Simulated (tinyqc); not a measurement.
Illuminated p-n diode, drift-diffusion by the Gummel loop with Scharfetter-Gummel fluxes: one step of the calculation.

Abrupt junction at x = 0, p side from -Lp, n side to Ln, ohmic contacts. psi is counted from the intrinsic level; n = ni exp((psi - phin)/Vt), p = ni exp((phip - psi)/Vt). Contacts: p side psi = V - Vt ln(Na/ni), p = Na, n = ni^2/Na; n side psi = Vt ln(Nd/ni), n = Nd, p = ni^2/Nd. Constant mobilities, D = mu Vt, Boltzmann statistics, SRH recombination through a mid-gap level, U = (n p - ni^2)/(tp (n + ni) + tn (p + ni)). Current is positive from the p contact to the n contact.

Question. Poisson equation. With phin and phip held, solve a_i (psi_(i+1) - psi_i) - a_(i-1) (psi_i - psi_(i-1)) + q w_i (p_i - n_i + C_i) = 0 for the inner nodes by Newton steps to convergence; a_i = eps0 eps_r/h_i, h_i = x_(i+1) - x_i, w_i = (h_(i-1) + h_i)/2, C = -Na or +Nd.

Inputs (values chosen for the exercise); band and dielectric values close to those of silicon:
- T = 275 K (temperature)
- eps_r = 11.6 (relative permittivity)
- Na = 3.7e17 cm^-3 (acceptor density of the p side)
- Nd = 1.7e16 cm^-3 (donor density of the n side)
- V = 0.62 V (bias of the p contact)

Constants: q = 1.602176634e-19 C, kB = 1.380649e-23 J/K, Vt = kB T/q, eps0 = 8.8541878128e-14 F/cm where lengths are in cm. Results are converted to the units shown.

```
node,x (nm),phin after round 1 (V),phip after round 1 (V)
0,-1500,0.62000000,0.62000000
1,-784,0.02636893,0.61999760
2,-404,0.01324423,0.61999634
3,-202,0.00654395,0.61999567
4,-95,0.00297225,0.61999533
5,-38.1,0.00107032,0.61999514
6,-8,0.00020046,0.61999503
7,8,0.00005460,0.61999469
8,34.7,0.00002630,0.61998592
9,79.2,0.00001295,0.61983300
10,154,0.00001064,0.61837085
11,278,0.00000874,0.61346539
12,485,0.00000564,0.60181034
13,830,0.00000000,0.00000000
```

ni = 1.0472429e9 cm^-3

Find: psi; n after Poisson; p after Poisson.

Answer.

```
node,psi (V),n after Poisson (cm^-3),p after Poisson (cm^-3)
0,0.15356,2.9641,3.7000e17
1,0.15356,2.2439e11,3.7000e17
2,0.15356,3.9040e11,3.7000e17
3,0.15356,5.1796e11,3.7000e17
4,0.15356,6.0226e11,3.6997e17
5,0.15378,6.5870e11,3.6653e17
6,0.16099,9.2616e11,2.7043e17
7,0.22210,1.2285e13,2.0513e16
8,0.29074,2.2274e14,1.1323e15
9,0.36088,4.2999e15,5.8310e13
10,0.38998,1.4681e16,1.6058e13
11,0.39332,1.6909e16,1.1336e13
12,0.39346,1.7005e16,6.8939e12
13,0.39344,1.7000e16,64.513
```

tinyqc, about 0.9 s, one thread, Intel Xeon 2.30GHz (shared host): `OMP_NUM_THREADS=1 python tinyqc.py 2240155 2240156 out.jsonl`
